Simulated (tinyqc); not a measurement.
Worked calculation: RHF in the sto-3g basis, for H2, spin multiplicity 1. One step of it, computed by the program tinyqc.

Question. Iteration 2: diagonalisation and new density. Diagonalise F' = X^T F X, C = X C', fill 1 alpha and 1 beta electrons from the bottom; D = 2 C_occ C_occ^T. Each column has its largest component positive (the first on a tie).

extrapolated F (hartree), order 1H 1s, 2H 1s:
```
[[-0.497588, -0.754497],
 [-0.754497, -0.482001]]
```

X, order 1H 1s, 2H 1s:
```
[[1.268712, 0.544030],
 [-1.268712, 0.544030]]
```

Give: F' = X^T F X; orbital energies; coefficients C; D after iteration 2.

Answer.

F' = X^T F X (hartree):
```
[[0.8521, -0.0108],
 [-0.0108, -0.7365]]
```

orbital energies (hartree): [-0.7366, 0.8522]

coefficients C, order 1H 1s, 2H 1s:
```
[[0.5526, -1.2650],
 [0.5354, 1.2724]]
```

D after iteration 2, order 1H 1s, 2H 1s:
```
[[0.6108, 0.5918],
 [0.5918, 0.5734]]
```
